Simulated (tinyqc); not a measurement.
Worked calculation: Franz-Keldysh effect at a direct gap. Values are carried at full precision from step to step, so a last printed digit may differ when a step is redone from the rounded ones.

Parabolic bands, vertical transitions, no excitons. For each hole band j: mr = me mj/(me + mj); joint density of states J_j(E) = (mr/c)^(3/2) sqrt(E - Eg)/(2 pi^2), both spins, c = hbar^2/2m0; averaged matrix element |e.p|^2 = m0 Ep/6; alpha_j(E) = 4 pi^2 alpha_f c Ep J_j/(3 nr E) in 1/angstrom (alpha_f the fine-structure constant, listed as alpha among the constants), times 1e8 for 1/cm.

In a field Fd (1 kV/cm = 1e-5 V/angstrom) the electro-optic energy of band j is th = (c (e Fd)^2/mr)^(1/3), and sqrt(E - Eg) in J_j is replaced by pi sqrt(th) [Ai'(b)^2 - b Ai(b)^2] with b = (Eg - E)/th; Ai is the Airy function.

Constants: hbar^2/2m0 = 3.80998211 eV angstrom^2; fine-structure constant alpha = 0.007297352564.

Inputs chosen for the exercise (near those of InP; the results hold for these values, not for the real material):
```
symbol  value   unit        meaning
Eg      1.317   eV          direct gap
me      0.0793  m0          electron mass
mhh     0.579   m0          heavy-hole mass
mlh     0.0891  m0          light-hole mass
Ep      20.4    eV          Kane energy
nr      3.35                refractive index
Fd      30      kV/cm       uniform field
E       1.337   eV          photon energy
L       66      micrometre  length of a waveguide
```

## Electro-optic energy and length

For each hole band give mr, th and the length th/(e Fd).

Scales:
```
hole   mr (m0)  th (meV)  length (angstrom)
heavy  0.06975    17.004               56.7
light  0.04196    20.143               67.1
```

The light-hole pair has th larger by a factor 1.185, the cube root of the ratio of reduced masses.

## Airy factors at E

Ai is the Airy function, th the electro-optic energy of each hole band from the table (its other columns are not needed here), b = (Eg - E)/th with th in eV; the factor takes the place of sqrt(E - Eg) in the joint density of states.

Form b, Ai(b), Ai'(b) and the factor pi sqrt(th) [Ai'^2 - b Ai^2] for each band, beside sqrt(E - Eg) (zero below the gap).

Factors:
```
hole         b   Ai(b)    Ai'(b)  factor (eV^(1/2))  without field
heavy  -1.1762  0.5286   0.09212             0.1381         0.1414
light  -0.9929  0.5355  -0.01394             0.1270         0.1414
```

## Absorption with and without the field

Put the factors in place of sqrt(E - Eg) in alpha_j and add the bands; a waveguide of length L changes its transmission by 4.343 (alpha(F) - alpha(0)) L dB.

alpha_j in the field (1/cm): heavy 2.89e+03, light 1.24e+03

alpha(F) = 4.13e+03 1/cm
alpha(0) = 4337 1/cm
change of loss = -6.02 dB

Without the field the loss over L is 124 dB, so this energy is of no use for a modulator. Above the gap the field lowers the absorption at this energy; the sign alternates with energy (Franz-Keldysh oscillations). Excitons, which add a sharp peak at low field, are left out.

## Checks

- Airy factor at b = -40 against the zero-field limit sqrt(-b): 6.33 against 6.32.

Computed by tinyqc, a small Python program: `OMP_NUM_THREADS=1 python tinyqc.py 1680639 1680640 out.jsonl` (the numbers bound the seed that draws the inputs); one thread of a shared host (Intel(R) Xeon(R) Processor @ 2.30GHz), about 0.01 s for the whole set of steps.
